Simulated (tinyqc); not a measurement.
Anisotropic elasticity and sound waves of a cubic crystal. From E along y' back to C11. Computed by tinyqc, a small Python program. Command: `OMP_NUM_THREADS=1 python tinyqc.py 3017873 3017874 out.jsonl cubicelastic inv`. One thread of a shared host (Intel(R) Xeon(R) Processor @ 2.30GHz), about 0.02 s of CPU time with the checks.

Voigt order 1..6 = xx, yy, zz, yz, xz, xy, with engineering shear strains. The rotated frame has x' as named, z' along the wafer normal and y' = z' x x'.

Inputs (values chosen for the exercise, modelled on nickel): C12 = 153.6 GPa; C44 = 123.3 GPa.

Frame: (110) wafer, x' along [001].

direction cosines a (rows x', y', z' in the cube axes):
```
           x          y         z
x'  0.000000   0.000000  1.000000
y'  0.707107  -0.707107  0.000000
z'  0.707107   0.707107  0.000000
```

Method:
- S11 = (C11 + C12)/D, S12 = -C12/D, D = (C11 - C12)(C11 + 2 C12), S44 = 1/C44. Zener ratio A = 2 C44/(C11 - C12); S0 = S11 - S12 - S44/2; H = 2 C44 + C12 - C11.
- C'_ijkl = C12 delta_ij delta_kl + C44 (delta_ik delta_jl + delta_il delta_jk) - H sum_m a_im a_jm a_km a_lm.
- Invert C' to S'. E along x' = 1/S'11, along y' = 1/S'22; Poisson ratios nu(x'y') = -S'12/S'11 and nu(x'z') = -S'13/S'11; in-plane shear modulus 1/S'66.

Problem. A run gave the result below. Find the C11, known to lie between 180 and 370 GPa.

E along y' = 213.9406 GPa

Solution.

Each step takes the trial c = (a f_b - b f_a)/(f_b - f_a), f being the result less the target and a, b, c the logarithms of the listed values; c replaces end b, the old b replaces a if the sign of f changed, and otherwise f_a is halved.

Scan of the range:

| C11 (GPa) | E along y' (GPa) |
|---|---|
| 180 | 110.805 |
| 203 | 165.160 |
| 229 | 205.775 |
| 258 | 237.318 |
| 291 | 263.310 |
| 328 | 285.063 |
| 370 | 303.954 |

False position (Illinois rule, in the logarithm of the input) inside the bracket:

| step | end a | end b | trial | E along y' (GPa) |
|---|---|---|---|---|
| 1 | 229.000 | 258.000 | 236.179 | 214.625 |
| 2 | 229.000 | 236.179 | 235.135 | 213.387 |
| 3 | 236.179 | 235.135 | 235.601 | 213.942 |
| 4 | 235.135 | 235.601 | 235.600 | 213.941 |
| 5 | 235.135 | 235.600 | 235.600 | 213.941 |
| 6 | 235.600 | 235.600 | 235.600 | 213.941 |

E along y' rises at every point of a 13-point scan of the range (every second point is shown), so one value fits; it is bracketed by 229 and 258. Answer: C11 = 235.6 GPa.
